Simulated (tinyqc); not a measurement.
Rapid thermal processing of a wafer: radiative balance, ramp and cooling, pattern effects, pyrometer error and spike budget: one step, computed by the program tinyqc. Command: `OMP_NUM_THREADS=1 python tinyqc.py 3111031 3111032 out.jsonl rtp walk`. One thread of a shared host (Intel(R) Xeon(R) Processor @ 2.30GHz), about 0.07 s of CPU time with the checks.

The wafer is opaque and uniform through its thickness unless said otherwise; temperatures in formulas are in kelvin (C + 273.15). sigma = 5.670374419e-12 W/(cm^2 K^4).

Task: Power to hold and to ramp. Effective emissivity between parallel grey plates: eps_eff = 1/(1/eps + 1/(1 - r) - 1). Loss per area q(T) = 2 eps_eff sigma (T^4 - T_w^4) + h (T - T_w). Absorbed power during a ramp = q(T) + C d x ramp rate; thermal time constant tau = C d/(dq/dT), dq/dT = 8 eps_eff sigma T^3 + h; natural cooling rate q/(C d); front-to-back difference under one-sided heating at the end of the ramp = (absorbed power) d/(2 k).

Inputs (values chosen for the exercise, modelled on a hot silicon wafer):

| quantity | value | unit |
|---|---|---|
| wafer thickness d | 625 | micrometre |
| heat capacity per volume C | 2.2 | J/(cm^3 K) |
| thermal conductivity k | 0.27 | W/(cm K) |
| emissivity eps of each face | 0.64 | - |
| reflectivity of the chamber walls r | 0.4 | - |
| gas heat-transfer coefficient h, both faces together | 5.5 | mW/(cm^2 K) |
| wall temperature T_w | 350 | K |
| process temperature | 1040 | C |
| ramp rate | 130 | K/s |

Give: eps_eff; holding power q; power at the end of the ramp; dq/dT; time constant tau; natural cooling rate; front-to-back difference.

Result:

eps_eff = 0.4486

holding power q = 20.35 W/cm^2

power at the end of the ramp = 38.22 W/cm^2

dq/dT = 51.58 mW/(cm^2 K)

time constant tau = 2.666 s

natural cooling rate = 148.0 K/s

front-to-back difference = 4.424 K

Radiation carries 74 % of the loss. The ramp needs 1.9 times the holding power.
